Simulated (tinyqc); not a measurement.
# Stacked nanosheet transistor, parasitic resistance, capacitance and delay: what each parasitic element costs

Ns sheets share one contact on top; each has perimeter p = 2 (Ws + ts) and cross-section A = Ws ts; contact width Wc = Ws + 10 nm, stack height Hs = Ns pv. Sheet 1 is the top one. Contact length Lc = CPP - Lg - 2 Lsp, shared by two neighbouring gates. Source and drain sides are equal. The formulas are first-order estimates, not field solutions.

Epitaxy sheet resistance Rsh = re/te, transfer length LT = sqrt(rc/Rsh), contact Rc = [sqrt(rc Rsh)/Wc] coth(Lc/(2 LT)); extension of one sheet Rx = rx Lsp/A. With N sheets: gate Cg = Cinv p N Lg; per side, plate Cp = ks eps0 [Wc (Hs + Hc) - N A]/Lsp, top fringe Cf = (2/pi) ks eps0 Wc ln(1 + Lg/(2 Lsp)), overlap Co = Cinv p N Lov. One sheet: I = p Q vx u/(1 + |u|^1.8)^(1/1.8), Q = Cinv n Vt ln(1 + exp((Vg' - VT + dl Vd')/(n Vt))), u = Vd' mu/(vx Lg), Vg' = Vgs - v, Vd' = Vds - 2 v, with the drop on each side v_j = Rc sum I + rv (sum over levels k = 2..j of the current of sheets k..Ns) + Rx I_j. Ieff = [I(Vgs = Vdd, Vds = Vdd/2) + I(Vdd/2, Vdd)]/2, total currents. With Cs = Cp + Cf + Co, the load of an inverter of two such devices driving an equal one is CL = 2 (Cg + 2 Cs) + 4 Cs + Cw (own drains counted twice for the Miller effect); delay CL Vdd/(2 Ieff). Each row removes one element and keeps the rest.

Values chosen for this exercise; values close to those of silicon logic devices:
```
symbol,value,unit,meaning
T,300,K,temperature
Ns,2,,number of sheets
Ws,20,nm,sheet width
ts,4,nm,sheet thickness
pv,18,nm,vertical pitch of the sheets
rv,85,ohm,vertical resistance between sheet levels
CPP,45,nm,contacted gate pitch
Lg,18,nm,gate length
Lsp,7,nm,spacer length
ks,4,,relative permittivity of the spacer
Hc,30,nm,gate height above the channel stack
rc,2.7e-9,ohm cm^2,contact resistivity
re,0.00025,ohm cm,resistivity of the source-drain epitaxy
te,20,nm,current-carrying depth of the epitaxy
rx,0.0015,ohm cm,resistivity of the extension
Lov,2,nm,gate overlap
Cinv,2.8,uF/cm^2,inversion capacitance
vx,1e7,cm/s,injection velocity
mu,150,cm^2/(V s),apparent mobility
VT,0.24,V,threshold at zero drain voltage
dl,0.044,V/V,barrier lowering
n,1.28,,subthreshold factor
Cw,0.06,fF,wire load
Vdd,0.8,V,supply voltage
```

Constants: q = 1.602176634e-19 C, kB = 1.380649e-23 J/K, eps0 = 8.8541878128e-12 F/m, Vt = kB T/q. Results are converted to the units shown.

One element removed at a time:

|  | Ieff (uA) | CL (aF) | delay (ps) |
|---|---|---|---|
| as given | 51.74 | 277.9 | 2.149 |
| no contact resistance | 79.27 | 277.9 | 1.402 |
| no extension resistance | 62.72 | 277.9 | 1.773 |
| no vertical resistance | 52.04 | 277.9 | 2.136 |
| air spacer (ks = 1) | 51.74 | 219.3 | 1.695 |
| no overlap | 51.74 | 234.9 | 1.816 |
| no wire | 51.74 | 217.9 | 1.685 |

What does the table show?

Gains in delay, largest first: no contact resistance 35 %, no wire 22 %, air spacer (ks = 1) 21 %, no extension resistance 18 %, no overlap 15 %, no vertical resistance 0.58 %.

Computed by the program tinyqc: `OMP_NUM_THREADS=1 python tinyqc.py 2170089 2170090 out.jsonl`, one thread of a shared Intel Xeon 2.30GHz, about 0.06 s for the whole run.
